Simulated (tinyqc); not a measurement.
From one set of inputs to another, one input at a time: correction of a charged-defect supercell by a model charge and potential alignment (plane-averaged potentials). Computed by tinyqc, a small Python program. Command: `OMP_NUM_THREADS=1 python tinyqc.py 3111447 3111448 out.jsonl align ladder`. One thread of a shared host (Intel(R) Xeon(R) Processor @ 2.30GHz), about 0.02 s of CPU time with the checks.

The "true" defect charge is (1 - x) q in a Gaussian of width sigma plus x q in one of width sigma_t, so the exact answer is known; the correction sees only a single model Gaussian of width sigma_m. A Gaussian of width s has the transform rho(G) = exp(-G^2 s^2/2), normalised to 1. A uniform background cancels q, so G = 0 is left out. Potentials are those felt by a unit positive charge. E_0 is the formation energy of the isolated defect, E_cell its value in the supercell, E_lat = E_iso - E_per of the model charge, C the true less the model potential far from the defect; the exact correction is E_0 - E_cell, and the error of a scheme is E_cell plus its correction less E_0.

The inputs printed are set A. Inputs not listed in the table keep their values of set A, so the rows need not describe a real material.

Inputs (values chosen for the exercise, with screening close to that of Al2O3):

| quantity | value | unit |
|---|---|---|
| defect charge q | 2 | e |
| dielectric constant eps | 8.8 | - |
| edge of the cubic cell L | 13.1 | angstrom |
| width sigma of the true defect charge | 0.96 | angstrom |
| width sigma_m of the model charge | 0.87 | angstrom |
| share x of the charge in a wide tail | 0 | - |
| width sigma_t of the tail | 1.9 | angstrom |
| formation energy of the isolated defect E_0 | 5.16 | eV |

Constants: e^2/(4 pi eps_0) = 14.39964548 eV angstrom.

Method:
- Periodic energy E_per = (2 pi q^2/(eps L^3)) (e^2/(4 pi eps_0)) sum_(G != 0) rho(G)^2/G^2, G = (2 pi/L)(n1, n2, n3), |n_i| <= 16. Isolated energy: two Gaussians of charges q_a, q_b and widths a, b interact by q_a q_b (e^2/(4 pi eps_0 eps)) sqrt(2/pi)/sqrt(a^2 + b^2), and the self-energy is half the sum over pairs.
- Supercell value E_cell = E_0 + E_per - E_iso for the true charge.
- E_lat = E_iso - E_per for the model charge; point-charge value alpha q^2 e^2/(4 pi eps_0 eps 2 L) with alpha = 2.837297.
- Plane-averaged potential at distance z from the defect: V(z) = (4 pi q/(eps L^3)) (e^2/(4 pi eps_0 e)) sum_(m != 0) rho(G_m) cos(G_m z)/G_m^2, G_m = 2 pi m/L, |m| <= 40.
- C = difference at z = L/2; E_corr = E_cell + E_lat - q C. For charges that have died out at L/2, C = (2 pi q/(eps L^3)) (e^2/(4 pi eps_0 e)) (<s^2> - sigma_m^2), <s^2> = (1 - x) sigma^2 + x sigma_t^2.

Each row keeps all changes above it:

| input moved | from | to | alignment C (V) | error without alignment (meV) | error with the point-charge term alone (meV) |
|---|---|---|---|---|---|
| set A | - | - | 0.00151 | 3.01 | 16.86 |
| width sigma of the true defect charge (angstrom) | 0.96 | 1.7 | 0.01950 | 39.02 | 52.87 |
| dielectric constant eps | 8.8 | 9.83 | 0.01746 | 34.93 | 47.33 |
| edge of the cubic cell L (angstrom) | 13.1 | 17.7 | 0.00708 | 14.16 | 19.19 |
| width sigma_m of the model charge (angstrom) | 0.87 | 1.5 | 0.00212 | 4.25 | 19.19 |
| width sigma_t of the tail (angstrom) | 1.9 | 3.1 | 0.00212 | 4.25 | 19.19 |

Alignment C goes from 0.00151 to 0.00212, a factor 1.41 in all. The largest single move comes from width sigma of the true defect charge (a factor 12.9), and width sigma_m of the model charge works against it (a factor 0.300). Error without alignment goes from 3.01 to 4.25, a factor 1.41 in all. The largest single move comes from width sigma of the true defect charge (a factor 13.0), and width sigma_m of the model charge works against it (a factor 0.300). Error with the point-charge term alone goes from 16.9 to 19.2, a factor 1.14 in all. The largest single move comes from width sigma of the true defect charge (a factor 3.14), and edge of the cubic cell L works against it (a factor 0.405). The single moves hold for this order of the switches; the total does not depend on the order.

Extremes, crossings and ranges named in words are read from the listed rows.
